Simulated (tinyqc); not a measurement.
# Barrier from its over-barrier resonances

Question. A flat barrier of width d = 2.9 nm between equal leads transmits fully where k d = n pi, that is at E_n = U + C (n pi/d)^2/m, C = hbar^2/(2 m0), whatever the lead mass. Find m and U.

Constants: q = 1.602176634e-19 C, hbar = 1.054571817e-34 J s, m0 = 9.1093837015e-31 kg, hbar^2/(2 m0) = 0.0380998212 eV nm^2. Results are converted to the units shown.

energies of resonances n = 1 and 2 (eV): [1.1342198, 2.9468793]

Answer. The spacing is 3 C (pi/d)^2/m, which gives m; either energy then gives U.

m = 0.07400 m0
U = 0.5300 eV

Program tinyqc, `OMP_NUM_THREADS=1 python tinyqc.py 2560131 2560132 out.jsonl`; Intel Xeon 2.30GHz, shared host, one thread, about 0.01 s.
